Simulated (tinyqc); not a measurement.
KAI against NLS in time: switching kinetics of a ferroelectric film and the memory window of a ferroelectric gate stack. Computed by tinyqc, a small Python program. Command: `OMP_NUM_THREADS=1 python tinyqc.py 3006914 3006915 out.jsonl feswitch walk`. One thread of a shared host (Intel(R) Xeon(R) Processor @ 2.30GHz), about 0.02 s of CPU time with the checks.

Fields in MV/cm; 1 microcoulomb/cm^2 over eps_0 is 11.29409 MV/cm. In the stack (metal, ferroelectric, interlayer, channel) the channel is taken as a conductor.

Inputs (values chosen for the exercise, for a model film): dimension n = 2; half width w of log10 t = 1.1.

Method. KAI: 1 - exp[-(t/t1)^n]. NLS: the same kernel averaged over the Lorentzian F = (1/pi) w/[(z - log10 t1)^2 + w^2] in z = log10 tau.

Switched share:
```
log10(t/t1)     KAI      NLS
-3.0         0.0000  0.11732
-2.0         0.0001  0.17154
-1.0         0.0100  0.29203
-0.5         0.0952  0.39936
-0.2         0.3284  0.47824
0.0          0.6321  0.53304
0.2          0.9189  0.58638
0.5          1.0000  0.65840
1.0          1.0000  0.74906
2.0          1.0000  0.84634
3.0          1.0000  0.89162
```

KAI goes from 10 to 90 % within 0.67 decades of time; a Lorentzian of this width needs about 2 w tan(0.4 pi) = 6.8 decades. Three decades after t1, 10.8 % of the NLS film has not switched, and three decades before it 11.7 % already has: the tails set write margins and disturb errors.
